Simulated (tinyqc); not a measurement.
Implanted layer, carriers, mobility and sheet resistance with incomplete ionisation: effect of the straggle after annealing.

An n-type layer from the surface x = 0 to the junction xj, N(x) = N0 exp(-(x - Rp)^2/(2 sg^2)). Local neutrality (no depletion at surface or junction, no spilling of carriers), intrinsic carriers neglected, Boltzmann statistics.

xj = Rp + sg sqrt(2 ln(N0/Nb)). Active dopant A = min(N, Ns); n solves n (n + Nb)/(A - Nb - n) = K, K = (NB/gd) exp(-E/Vt), E = max(Ei - ks A^(1/3), 0), so n = 2 K (A - Nb)/[Nb + K + sqrt((Nb + K)^2 + 4 K (A - Nb))]; mobility mu = m1 + (m2 (T/300 K)^(-bt) - m1)/(1 + ((A + Nb)/Nr)^am). Dose = integral of N, carrier sheet density = integral of n, 1/Rs = q integral of n mu, mean mobility 1/(q Rs sheet density), Hall mobility (unit Hall factor) = integral of n mu^2 over integral of n mu, Hall sheet density = (integral of n mu)^2/integral of n mu^2; all from 0 to xj. Integrals on 4000 steps.

Inputs (values chosen for the exercise); values close to those of arsenic in silicon over a p-type background:

| symbol | value | unit | meaning |
|---|---|---|---|
| T | 300 | K | temperature |
| Nb | 7.4e15 | cm^-3 | background doping of the opposite type |
| N0 | 2.6e17 | cm^-3 | peak chemical concentration |
| m1 | 52.2 | cm^2/(V s) | mobility limit at high doping |
| m2 | 1400 | cm^2/(V s) | mobility limit at low doping, at 300 K |
| Nr | 9.3e16 | cm^-3 | reference doping of the mobility law |
| am | 0.682 |  | exponent of the mobility law |
| bt | 2 |  | temperature exponent of m2 |
| Ns | 2.02e20 | cm^-3 | solubility limit of active dopant |
| NB | 2.9e19 | cm^-3 | conduction-band density of states at T |
| Ei | 0.0529 | eV | ionisation energy in the dilute limit |
| gd | 2 |  | degeneracy factor of the level |
| ks | 0 | eV cm | lowering of Ei per N^(1/3) |
| Rp | 130 | nm | projected range |

Constants: q = 1.602176634e-19 C, kB = 1.380649e-23 J/K, Vt = kB T/q. Results are converted to the units shown.

Effect of the straggle after annealing:
```
sg (nm)	xj (nm)	dose (cm^-2)	carriers (cm^-2)	Rs (ohm/square)	mean mobility (cm^2/(V s))	Rs xj (ohm nm)	Hall/true sheet density
69	314.1	4.346e12	3.765e12	2879	575.9	9.041e5	0.9705
100	396.8	5.861e12	5.078e12	2182	563.3	8.657e5	0.9744
150	530.2	7.851e12	6.785e12	1650	557.3	8.751e5	0.9721
230	743.6	1.065e13	9.183e12	1216	559.0	9.042e5	0.9688
340	1037	1.429e13	1.232e13	899.4	563.4	9.328e5	0.9669
```

As sg goes from 69 to 340, xj rises from 314 to 1040 nm, Rs falls from 2880 to 899 ohm/square, the mean mobility goes from 576 through a minimum of 557 (at sg = 150 among the rows listed) to 563 cm^2/(V s) and the share of the dose that conducts goes from 86.63 through a maximum of 86.64 (at sg = 100 among the rows listed) to 86.18 %. The peak N0 is held, so the dose changes too. Rs goes as sg^(-0.73) over the table.

tinyqc, about 0.01 s, one thread, Intel Xeon 2.30GHz (shared host): `OMP_NUM_THREADS=1 python tinyqc.py 2110103 2110104 out.jsonl`
